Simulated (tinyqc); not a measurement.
Effective work function and flat-band voltage of a metal/high-k/SiO2/Si stack with a dipole layer: one step. Where the gate Fermi level points. Three cases, with inputs chosen for the exercise.

Problem. Position (EWF - chi)/Eg, 0 at the conduction and 1 at the valence edge; distances to both edges and to mid-gap; capacitance C = 3.9 eps0/EOT with eps0 = 8.8541878e-12 F/m.

Case 1.

Values chosen (out of a larger set: a stack on Si capped with a titanium-like oxide; not measured data): chi = 4.052 eV (electron affinity of the channel); Eg = 1.116 eV (gap of the channel).

EWF = 4.833304 eV
EOT = 9.5772 angstrom

Case 2.

Values chosen (out of a larger set: a stack on Si capped with a titanium-like oxide; not measured data): chi = 4.047 eV (electron affinity of the channel); Eg = 1.121 eV (gap of the channel).

EWF = 4.710647 eV
EOT = 11.0057 angstrom

Case 3.

Values chosen (out of a larger set: a stack on Si capped with an aluminium-like oxide; not measured data): chi = 4.046 eV (electron affinity of the channel); Eg = 1.117 eV (gap of the channel).

EWF = 4.614205 eV
EOT = 16.5699 angstrom

Give: position; EWF - chi, chi + Eg - EWF, EWF - mid-gap; C.

Solution.

Case 1.

position = 0.700

EWF - chi, chi + Eg - EWF, EWF - mid-gap (eV): 0.781  0.335  0.223

C = 3.606 microF/cm^2

EWF lies 0.22 eV from mid-gap on the p side and 0.33 eV from the nearer edge; thin undoped bodies use values within about 0.3 eV of mid-gap.

Case 2.

position = 0.592

EWF - chi, chi + Eg - EWF, EWF - mid-gap (eV): 0.664  0.457  0.103

C = 3.138 microF/cm^2

EWF lies 0.10 eV from mid-gap on the p side and 0.46 eV from the nearer edge; thin undoped bodies use values within about 0.3 eV of mid-gap.

Case 3.

position = 0.509

EWF - chi, chi + Eg - EWF, EWF - mid-gap (eV): 0.568  0.549  0.010

C = 2.084 microF/cm^2

EWF lies 0.01 eV from mid-gap on the p side and 0.55 eV from the nearer edge; thin undoped bodies use values within about 0.3 eV of mid-gap.

Computed by tinyqc, one run a case: `OMP_NUM_THREADS=1 python tinyqc.py N N+1 out.jsonl` with N = 1880923, 1880955, 1881069; one thread of a shared Intel(R) Xeon(R) Processor @ 2.30GHz, about 0.01 s a run at most.
